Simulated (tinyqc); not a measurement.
Mobility of a non-polar semiconductor in the relaxation-time approximation: one step, computed by the program tinyqc. Command: `OMP_NUM_THREADS=1 python tinyqc.py 3005787 3005788 out.jsonl rta walk`. One thread of a shared host (Intel(R) Xeon(R) Processor @ 2.30GHz), about 0.01 s of CPU time with the checks.

Each valley is treated as a sphere of mass m_d for states and rates, with one isotropic relaxation time; the conductivity mass m_c sets the current.

Question. Rates at a few energies. Kane band: hbar^2 k^2/(2 m) = E (1 + alpha E), speed v = hbar k/(m (1 + 2 alpha E)), states per spin, volume and energy g(E) = m k (1 + 2 alpha E)/(2 pi^2 hbar^2); overlap factors are set to 1. Here m = m_d. Masses are multiplied by m_0 and all formulas are in SI units. Phonon occupation N_q = 1/(exp(hbar w/(k_B T)) - 1). Acoustic deformation potential (elastic, equipartition, absorption and emission together): 1/tau = 2 pi k_B T D_A^2 g(E)/(hbar rho v_l^2). Optical or intervalley deformation potential: 1/tau = (pi Z_f D_o^2/(rho w)) [N_q g(E + hbar w) + (N_q + 1) g(E - hbar w)], with g = 0 below the band edge. Each optical term is multiplied by (1 - f(E'))/(1 - f(E)), E' the final energy, for Pauli blocking. Singly charged impurities, momentum relaxation: 1/tau = N_I e^4 m (1 + 2 alpha E) Phi/(8 pi (eps_s eps_0)^2 hbar^3 k^3), with alpha = 0 for a parabolic band. Brooks-Herring: Phi = ln(1 + b) - b/(1 + b), b = 4 k^2 L_s^2.

Inputs (values chosen for the exercise, modelled on electrons in germanium): non-parabolicity alpha = 0.7 1/eV; static permittivity eps_s = 16; density rho = 5323 kg/m^3; sound velocity v_l = 5440 m/s; acoustic deformation potential D_A = 11 eV; phonon energy hbar w = 32.8 meV; optical or intervalley deformation potential D_o = 5.1 1e8 eV/cm; final valleys Z_f = 3; temperature T = 250 K.

Band: Kane. Impurity formula: Brooks-Herring. Further scattering: none.

reduced Fermi level eta = 2.347031

density-of-states mass m_d = 0.2209051 m_0

ionised impurity density N_I = 2.90e+19 1/cm^3

screening length L_s = 1.155441 nm

Constants: k_B = 8.617333262e-05 eV/K; k_B = 1.380649e-23 J/K; e = 1.602176634e-19 C; hbar = 1.054571817e-34 J s; m_0 = 9.1093837015e-31 kg; hbar = 6.582119569e-16 eV s; eps_0 = 8.8541878128e-12 F/m.

Give: Rates (1e12/s) at E = (max(eta, 0) + 0.5, 1, 2, 4) k_B T.

Answer.

Rates (1e12/s) at E = (max(eta, 0) + 0.5, 1, 2, 4) k_B T:
```
E (meV)  acoustic  optical  ionised impurity
61.33      2.4581   1.2482            13.363
72.11      2.7119   1.4351            12.454
93.65      3.1980   1.9863            10.909
136.74     4.1276   3.2052             8.676
```
